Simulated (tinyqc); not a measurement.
Forward curve with series resistance: current of a Schottky diode by thermionic-emission-diffusion theory, and its read-back from I-V-T and C-V data. Computed by tinyqc, a small Python program. Command: `OMP_NUM_THREADS=1 python tinyqc.py 3027447 3027448 out.jsonl schottky walk`. One thread of a shared host (Intel(R) Xeon(R) Processor @ 2.30GHz), about 0.01 s of CPU time with the checks.

Full ionisation, no tunnelling, no recombination current. V is the voltage across the junction itself, forward positive.

Inputs (values chosen for the exercise, modelled on n-type silicon):
```
quantity                                     value           unit
Richardson constant A*                         115   A/(cm^2 K^2)
effective density of states at 300 K, N_c  2.9e+19         1/cm^3
permittivity eps                              11.7              -
mobility mu                                   1400     cm^2/(V s)
barrier without image force phi_0            0.764             eV
doping N                                     5e+16         1/cm^3
series resistance R_s                          3.3  milliohm cm^2
junction voltage V                            0.24              V
temperature T                                  423              K
```

Barrier: uniform.

Constants: k_B = 8.617333262e-05 eV/K; e = 1.602176634e-19 C; eps_0 = 8.8541878128e-12 F/m.

Method:
- N_c(T) = N_c (T/300 K)^(3/2); V_bi = phi_0 - (k_B T/e) ln(N_c(T)/N); surface field F = sqrt(2 e N (V_bi - V - k_B T/e)/(eps eps_0)); image lowering d_phi = sqrt(e F/(4 pi eps eps_0)); effective barrier phi = phi_0 - d_phi.
- Collection velocity v_R = A* T^2/(e N_c(T)); diffusion velocity v_D = mu F; J = e N_c(T) v_R/(1 + v_R/v_D) exp(-phi/k_B T) [exp(e V/k_B T) - 1].
- Terminal voltage V + J R_s; apparent ideality from neighbouring rows, (e/k_B T) dV_terminal/d ln J.

built-in voltage V_bi = 0.513273 V

Forward curve; the last column belongs to the interval up to the next row:
```
V (V)  J (A/cm^2)  terminal voltage (V)  apparent n
0.110  7.1055e-01                0.1123        1.12
0.153  2.3297e+00                0.1607        1.42
0.196  7.4310e+00                0.2205        2.27
0.238  2.2821e+01                0.3133        4.89
0.281  7.1442e+01                0.5168       13.06
0.324  2.2176e+02                1.0558       38.06
0.367  6.7955e+02                2.6095      112.85
0.410  2.0318e+03                7.1148           -
```

The resistance takes over where J R_s exceeds k_B T/e, at J = 11.0 A/cm^2; the apparent ideality climbs from 1.12 to 113, so barrier and n must be read below that current. Rows where the resistance drops more than 1 V are formal, since self-heating is left out.
